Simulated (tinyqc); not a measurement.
Worked calculation: linear model of a band gap against the share of exact exchange. Values are carried at full precision from step to step, so a last printed digit may differ when a step is redone from the rounded ones.

E(alpha) = E0 + S alpha. A wider gap screens less, modelled in the Penn form eps(alpha) = 1 + (e0 - 1)(EP/(EP + S alpha))^2 with a scale EP chosen for the exercise. A dielectric-dependent hybrid takes alpha = 1/eps.

Inputs chosen for the exercise (of the order of those of InP; shifted at random, so the results belong to these values and not to a real crystal):
- E0 = 0.7 eV (gap of the semi-local functional)
- S = 5.65 eV (slope dE/d(alpha))
- e0 = 10.85 (optical dielectric constant at alpha = 0)
- EP = 10 eV (energy scale of the screening)
- Et = 1.4 eV (target gap)
- a_start = 0.1 (starting alpha)
- fv = 0.77 (share of the opening taken by the valence edge)
- Ed = 0.29 eV (defect level above the semi-local valence top)
- cd = 0.2 (shift of the level per unit opening, on the scale of the mean potential)

## Fixed shares

Gap, error against the target and eps for alpha = 0, 0.25 and 1/e0; and the alpha that meets the target, (Et - E0)/S.

Results:

| alpha | E (eV) | E - Et (eV) | eps |
|---|---|---|---|
| 0.0000 | 0.700 | -0.700 | 10.850 |
| 0.2500 | 2.112 | 0.713 | 8.563 |
| 0.0922 | 1.221 | -0.179 | 9.899 |

alpha for the target = 0.1239

A quarter of exact exchange overshoots the target by 0.71 eV: the material needs 0.124, and 1/e0 = 0.092 lies closer to it than 0.25 does.

## Self-consistent share

Iterate alpha -> 1/eps(alpha) seven times from a_start. The fixed point solves alpha eps(alpha) = 1; the contraction factor there is 2 (eps - 1) S/((EP + S alpha) eps^2).

Iterates:

| step | alpha | eps | E (eV) |
|---|---|---|---|
| 0 | 0.10000 | 9.8246 | 1.2650 |
| 1 | 0.10178 | 9.8078 | 1.2751 |
| 2 | 0.10196 | 9.8062 | 1.2761 |
| 3 | 0.10198 | 9.8060 | 1.2762 |
| 4 | 0.10198 | 9.8060 | 1.2762 |
| 5 | 0.10198 | 9.8060 | 1.2762 |
| 6 | 0.10198 | 9.8060 | 1.2762 |
| 7 | 0.10198 | 9.8060 | 1.2762 |

fixed point = 0.10198
contraction factor = 0.0978

The factor is positive, so the iterates approach from one side, the error shrinking to 0.10 of itself each step; the gap is within 0.01 eV of its limit from step 1. Self-consistency moves the gap by +0.055 eV against the one-shot choice 1/e0, since a wider gap screens less.

## Band edges and a deep level

The opening c = S alpha lowers the valence top by fv c and raises the conduction edge by (1 - fv) c, both against the mean potential; the level moves by cd c. Use the fixed point. Compare with stretching the level in proportion to the gap and with pinning it to either edge.

opening c = 0.576 eV

shifts of the valence and conduction edges (eV): -0.444  0.133

level above the valence top = 0.849 eV
level below the conduction edge = 0.427 eV

level above the valence top: stretched, tied to the valence edge, tied to the conduction edge (eV): 0.529  0.290  0.866

The three recipes err by -0.32, -0.56 and +0.02 eV against alignment through the mean potential. With cd = 0.2 the level moves with the conduction edge, by 0.87 times as much as that edge.

## Checks

- Fixed point by bisection against 60 substitutions: both 0.10198.

Run: tinyqc, `OMP_NUM_THREADS=1 python tinyqc.py 1850416 1850417 out.jsonl`; Intel(R) Xeon(R) Processor @ 2.30GHz, one thread, shared host; about 0.01 s of CPU time with all checks.
